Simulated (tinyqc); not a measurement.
Configuration-coordinate model of a defect: Huang-Rhys factor and luminescence line shape: one step, computed by the program tinyqc.

Ground state E_g(Q) = (1/2) omega_g^2 Q^2; excited state E_e(Q) = E_0 + (1/2) omega_e^2 (Q - dQ)^2 with omega_e = omega_g and E_0 = E_ZPL. Q is mass-weighted; the dipole does not depend on Q (Condon approximation).

Problem. Emission lines at zero temperature. From the lowest excited level the line to ground level n lies at E_ZPL - n hbar omega_g with Franck-Condon weight exp(-S) S^n/n!; the emitted intensity carries a further factor E^3. S = S_g; up to eleven lines, of positive energy only, from n = max(0, integer part of S - 5).

Inputs (values chosen for the exercise, for a model defect): zero-phonon energy E_ZPL = 0.832 eV; ground-state phonon hbar omega_g = 15.4 meV.

Modes: equal frequencies in both states.

S_g = 1.178902

Give: Lines.

Solution.

Lines:
```
n,energy (eV),weight,intensity / largest
0,0.8320,3.08e-01,8.97e-01
1,0.8166,3.63e-01,1.00e+00
2,0.8012,2.14e-01,5.57e-01
3,0.7858,8.40e-02,2.06e-01
4,0.7704,2.48e-02,5.73e-02
5,0.7550,5.84e-03,1.27e-02
6,0.7396,1.15e-03,2.35e-03
7,0.7242,1.93e-04,3.72e-04
8,0.7088,2.85e-05,5.13e-05
9,0.6934,3.73e-06,6.29e-06
10,0.6780,4.40e-07,6.94e-07
```

The weight peaks at n = 1 and the intensity at n = 1.
